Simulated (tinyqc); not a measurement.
Effective mass of the split-off band from tabulated energies: one step. Least squares over all points. Three cases, with inputs chosen for the exercise.

Question. Fit E = a k^2 (a = sum k^2 E/sum k^4), then E = a k^2 + b k^4 from the normal equations; E in eV; m = c/a.

c = hbar^2/2m0.
Constants: hbar^2/2m0 = 3.80998211 eV angstrom^2.

Case 1.

Energies along [100], from the band edge downward:

| k (1/angstrom) | E (meV) |
|---|---|
| 0.0000000 | 0.000000 |
| 0.0032000 | 0.426300 |
| 0.0064000 | 1.708400 |
| 0.0096000 | 3.856400 |
| 0.0128000 | 6.886700 |
| 0.0160000 | 10.822400 |
| 0.0192000 | 15.692600 |
| 0.0224000 | 21.532100 |
| 0.0256000 | 28.380300 |

reference mass (curvature of the model at k = 0.0001 1/angstrom) = 0.0915843 m0

Case 2.

Energies along [111], from the band edge downward:

| k (1/angstrom) | E (meV) |
|---|---|
| 0.0000000 | 0.000000 |
| 0.0049000 | 1.006900 |
| 0.0098000 | 4.078600 |
| 0.0147000 | 9.370300 |
| 0.0196000 | 17.143100 |
| 0.0245000 | 27.761800 |
| 0.0294000 | 41.673100 |
| 0.0343000 | 59.354900 |
| 0.0392000 | 81.228400 |

reference mass (curvature of the model at k = 0.0001 1/angstrom) = 0.0912389 m0

Case 3.

Energies along [100], from the band edge downward:

| k (1/angstrom) | E (meV) |
|---|---|
| 0.0000000 | 0.000000 |
| 0.0120000 | 4.362300 |
| 0.0240000 | 17.529500 |
| 0.0360000 | 39.728900 |
| 0.0480000 | 71.293700 |
| 0.0600000 | 112.584200 |
| 0.0720000 | 163.871500 |
| 0.0840000 | 225.206400 |
| 0.0960000 | 296.320900 |

reference mass (curvature of the model at k = 0.0001 1/angstrom) = 0.1259630 m0

Give: sums of k^4, k^6, k^8; sums of k^2 E, k^4 E; a, one term; a and b, two terms; m, one and two terms.

Answer.

Case 1.

sums of k^4, k^6, k^8: 9.1981e-07  4.7992e-10  2.7141e-13

sums of k^2 E, k^4 E: 3.9517e-05  2.0673e-08

a, one term = 42.962 eV angstrom^2

a and b, two terms: 41.62  2578

m, one and two terms (m0): 0.08868  0.09155

The parabola over all points errs by -3.2 % because the weights k^4 favour the outer points; the second term brings the error to 0.0 %.

Case 2.

sums of k^4, k^6, k^8: 5.0569e-06  6.1866e-09  8.2034e-12

sums of k^2 E, k^4 E: 0.00025636  3.1810e-07

a, one term = 50.695 eV angstrom^2

a and b, two terms: 42.08  7041

m, one and two terms (m0): 0.07515  0.09054

The parabola over all points errs by -17.6 % because the weights k^4 favour the outer points; the second term brings the error to -0.8 %.

Case 3.

sums of k^4, k^6, k^8: 0.00018190  1.3346e-06  1.0614e-08

sums of k^2 E, k^4 E: 0.0058012  4.2694e-05

a, one term = 31.893 eV angstrom^2

a and b, two terms: 30.74  156.9

m, one and two terms (m0): 0.11946  0.12394

The parabola over all points errs by -5.2 % because the weights k^4 favour the outer points; the second term brings the error to -1.6 %.

Computed by tinyqc, one run a case: `OMP_NUM_THREADS=1 python tinyqc.py N N+1 out.jsonl` with N = 1850361, 1850571, 1850691; one thread of a shared Intel(R) Xeon(R) Processor @ 2.30GHz, about 0.01 s a run at most.
